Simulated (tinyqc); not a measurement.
# Mobility from the current

Question. A Schottky diode carries J = q Nc [vR vD/(vR + vD)] exp(-phi/Vt) [exp(V/Vt) - 1]. A* = 4 pi q me m0 kB^2/h^3 (times 1e-4 for A/(cm^2 K^2)); Nc = 2 (2 pi me m0 kB T/h^2)^1.5 (times 1e-6 for cm^-3); vR = A* T^2/(q Nc). Find vR, vD and mun.

Parameters, values chosen for the exercise; band and dielectric values close to those of In0.53Ga0.47As: temperature T = 200 K; electron mass me = 0.0408 m0; barrier height seen from the metal phi = 0.38 eV; bias V = 0.053 V.

Constants: q = 1.602176634e-19 C, kB = 1.380649e-23 J/K, h = 6.62607015e-34 J s, m0 = 9.1093837015e-31 kg, Vt = kB T/q. Results are converted to the units shown.

J = 9.6863230e-4 A/cm^2
vD/mun = 8888.7173 V/cm

Answer. J gives the effective velocity v, and 1/vD = 1/v - 1/vR.

vR = 1.087e7 cm/s
vD = 9.778e7 cm/s
mun = 1.100e4 cm^2/(V s)

Numbers from tinyqc (`OMP_NUM_THREADS=1 python tinyqc.py 2640124 2640125 out.jsonl`; about 0.01 s on one thread of a shared Intel Xeon 2.30GHz).
